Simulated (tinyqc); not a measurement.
Inside a calculation. Method: Hubbard chain of 4 sites. Computed by tinyqc, a small Python program that keeps every step. Settings: hopping = 1.77, U = 5.5, mixing = 0.5, iteration cap = 82. Command: `OMP_NUM_THREADS=1 python tinyqc.py 20407 20408 out.jsonl` (the two numbers bound the seeds that draw the settings). One thread of a shared host (Intel(R) Xeon(R) Processor @ 2.60GHz), about 0.3 s of CPU time with the checks. Later iterations appear only in the table of the cycle.

## Mean-field iteration 1

one-body matrix (hopping and site energies) (eV):
```
           1          2          3          4
1  -0.510000  -1.770000   0.000000   0.000000
2  -1.770000  -0.310000  -1.770000   0.000000
3   0.000000  -1.770000   0.770000  -1.770000
4   0.000000   0.000000  -1.770000  -0.870000
```

U = 5.500000 eV

electrons, up and down: 2  2

mixing = 0.500000

n(up) at the start (a guess, not normalised): 1 0.800000, 2 0.200000, 3 0.800000, 4 0.200000

n(down) at the start (a guess): 1 0.200000, 2 0.800000, 3 0.200000, 4 0.800000

H(up) = T + U n(down), H(down) = T + U n(up); fill the lowest levels; n(new) = n + mixing (n(out) - n); E = tr T (rho up + rho down) + U sum n_up n_down of the output.

levels, up (eV): -0.550929  0.683958  4.082150  5.864822

levels, down (eV): -0.861012  0.110014  4.433994  6.397003

energy = -4.114736 eV

n(up) after iteration 1: 1 0.838407, 2 0.205377, 3 0.746193, 4 0.210024

n(down) after iteration 1: 1 0.170107, 2 0.800265, 3 0.170144, 4 0.859484

## Mean-field iteration 2

As before.

levels, up (eV): -0.661602  0.598960  4.273541  5.869101

levels, down (eV): -0.858626  0.166954  4.565034  6.206638

energy = -4.150560 eV

n(up) after iteration 2: 1 0.862692, 2 0.205585, 3 0.735725, 4 0.195998

n(down) after iteration 2: 1 0.150227, 2 0.802245, 3 0.161832, 4 0.885696

## Mean-field iteration 3

As before.

levels, up (eV): -0.725110  0.559268  4.359394  5.886447

levels, down (eV): -0.889458  0.136425  4.655162  6.177871

energy = -4.156937 eV

n(up) after iteration 3: 1 0.877623, 2 0.204029, 3 0.735904, 4 0.182444

n(down) after iteration 3: 1 0.137093, 2 0.805278, 3 0.158191, 4 0.899438

## Convergence

Each step fills the lowest levels of T + U n(other spin) and sets n(new) = n + mixing (n(out) - n); stop when output and input agree to 1e-8.

Course of the cycle:

| iteration | E (eV) | largest \|n(out) - n(in)\| | mean \|n_up - n_down\| |
|---|---|---|---|
| 1 | -4.11473607 | 1.19e-01 | 0.644348 |
| 2 | -4.15055965 | 5.24e-02 | 0.664184 |
| 3 | -4.15693697 | 2.99e-02 | 0.675064 |
| 4 | -4.15928164 | 1.97e-02 | 0.682191 |
| 5 | -4.16035268 | 1.34e-02 | 0.687107 |
| 6 | -4.16087328 | 8.94e-03 | 0.690564 |
| 7 | -4.16113347 | 5.95e-03 | 0.693019 |
| 8 | -4.16126560 | 3.98e-03 | 0.694770 |
| 9 | -4.16133335 | 2.69e-03 | 0.696023 |
| 10 | -4.16136829 | 1.90e-03 | 0.696921 |
| 11 | -4.16138637 | 1.41e-03 | 0.697566 |
| ... | ... | ... | ... |
| 38 | -4.16140588 | 2.31e-07 | 0.699219 |
| 39 | -4.16140588 | 1.67e-07 | 0.699219 |
| 40 | -4.16140588 | 1.20e-07 | 0.699219 |
| 41 | -4.16140588 | 8.66e-08 | 0.699220 |
| 42 | -4.16140588 | 6.24e-08 | 0.699220 |
| 43 | -4.16140588 | 4.50e-08 | 0.699220 |
| 44 | -4.16140588 | 3.25e-08 | 0.699220 |
| 45 | -4.16140588 | 2.34e-08 | 0.699220 |
| 46 | -4.16140588 | 1.69e-08 | 0.699220 |
| 47 | -4.16140588 | 1.22e-08 | 0.699220 |
| 48 | -4.16140588 | 8.78e-09 | 0.699220 |

local moments n_up - n_down: 1 0.791397, 2 -0.628800, 3 0.607042, 4 -0.769640

Converged in 48 iterations. Before convergence this energy mixes input and output and is not variational, so it may rise towards its limit.

## Exact diagonalisation (36 states)

Lowest levels of the sector, and the double occupancy of the lowest state.

lowest levels (eV): -5.066424  -3.921205  -2.786622  -2.280667  -1.551853  -0.920000

double occupancy per site = 0.115195

The mean-field solution above lies 0.9050 eV above the exact energy.

## The lowest level by Lanczos steps

From a random start vector (not printed): a_j = <q_j|H|q_j>, b_j = norm of the remainder after orthogonalising; the Ritz value is the lowest eigenvalue of the tridiagonal matrix of a and b so far.

Lanczos:

| j | a_j (eV) | b_j (eV) | lowest Ritz value (eV) |
|---|---|---|---|
| 1 | 4.024770 | 4.619561 | 4.02477034 |
| 2 | 5.480575 | 6.617455 | 0.07611607 |
| 3 | 4.832386 | 5.360836 | -3.06942406 |
| 4 | 4.148309 | 4.770836 | -4.43667338 |
| 5 | 6.517461 | 4.562241 | -4.83079955 |
| 6 | 3.414848 | 4.632752 | -4.96237205 |
| 7 | 5.527209 | 4.477927 | -5.02074077 |
| 8 | 4.297884 | 4.336265 | -5.04407006 |
| 9 | 3.043935 | 4.856891 | -5.05626490 |
| 10 | 6.703643 | 3.905310 | -5.06353769 |
